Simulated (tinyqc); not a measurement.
## Vertical double-diffused power MOSFET, components of the on-resistance: On-resistance against the rated breakdown voltage of the drift layer

Stripe cells of pitch Wp + a, two channels a cell. Current flows through the channels, spreads in the accumulation layer, passes the gap between the p bodies and spreads at 45 degrees into the drift layer below them. Low drain voltage, full ionisation.

Triangular field at breakdown with Ec = Kc N^(1/8): BV = eps0 eps_r Ec^2/(2 q N), so N = (eps0 eps_r Kc^2/(2 q BV))^(4/3); W = 2 BV/Ec; mu = mud (T/300 K)^(-bt); rho = 1/(q mu N); ideal resistance rho W. Pitch p = Wp + a, Cox = 3.9 eps0/tox; zero-bias depletion in the gap w0 = sqrt(2 eps0 eps_r Vbi/(q N Nj)), open gap g = a - 2 w0; R_ch = Lc p/(2 mch Cox Vov); R_acc = 0.6 a p/(4 mac Cox Vov), 0.6 being an empirical factor for current leaving the layer along its length; R_gap = (rho/Nj) xp p/g; spreading depth t = min(W, (p - g)/2); R_drift = (rho p/2) ln((g + 2 t)/g) + rho (W - t); R_on = the sum with Rs.

Inputs (values chosen for the exercise); bulk values close to those of 4H silicon carbide:
- T = 450 K (temperature)
- eps_r = 9.73 (relative permittivity)
- Kc = 22500 V/cm per (cm^-3)^(1/8) (critical-field constant)
- mud = 827 cm^2/(V s) (drift mobility at 300 K)
- bt = 2.1 (temperature exponent of the drift mobility)
- tox = 96 nm (gate oxide thickness (eps_r 3.9))
- Vov = 6 V (gate overdrive)
- mch = 29 cm^2/(V s) (channel mobility)
- mac = 190 cm^2/(V s) (accumulation-layer mobility)
- Lc = 1 um (channel length)
- Wp = 4.6 um (width of the p body in one cell, channels included)
- a = 4.7 um (gap between neighbouring p bodies)
- xp = 0.7 um (depth of the p body)
- Nj = 3 (doping of the gap over the drift doping)
- Vbi = 2.79 V (built-in voltage of the body junction)
- Rs = 0.55 mohm cm^2 (substrate and contact resistance)

Constants: q = 1.602176634e-19 C, eps0 = 8.8541878128e-14 F/cm where lengths are in cm. Results are converted to the units shown.

The same in every row: R_ch (mohm cm^2) = 7.430; R_acc (mohm cm^2) = 1.599.

Result of one run:
```
BV (V)  R_gap (mohm cm^2)  R_drift (mohm cm^2)  R_on (mohm cm^2)  ideal (mohm cm^2)  largest term
2100               0.1774                6.759             16.51              6.326       channel
```

What becomes of these results when the rated breakdown voltage of the drift layer BV is changed from 2100 to 800 V, all else the same?

Result of the changed run:
```
BV (V)  R_gap (mohm cm^2)  R_drift (mohm cm^2)  R_on (mohm cm^2)  ideal (mohm cm^2)  largest term
800               0.04439               0.6635             10.29             0.5667       channel
```

The whole series:
```
BV (V)  R_gap (mohm cm^2)  R_drift (mohm cm^2)  R_on (mohm cm^2)  ideal (mohm cm^2)  largest term
300               0.01143              0.07184             9.662            0.04880       channel
490               0.02244               0.2135             9.814             0.1664       channel
800               0.04439               0.6635             10.29             0.5667       channel
1300              0.08833                2.110             11.78              1.907       channel
2100               0.1774                6.759             16.51              6.326       channel
3500               0.3848                23.70             33.67              22.69         drift
5600               0.8225                75.83             86.23              73.46         drift
9200                2.011                260.4             272.0              254.1         drift
15000               6.003                881.8             897.3              862.6         drift
```

R_on rises from 9.66 to 897 mohm cm^2. The channel term is the largest at BV = 300, the drift term from 3500 on. R_on is 198 times the ideal drift resistance in the first row and 1.04 times in the last. The ideal resistance goes as BV^(2.50), and R_on as BV^(2.44) between the last two rows.

Numbers from tinyqc (`OMP_NUM_THREADS=1 python tinyqc.py 2230039 2230040 out.jsonl`; about 0.01 s on one thread of a shared Intel Xeon 2.30GHz).
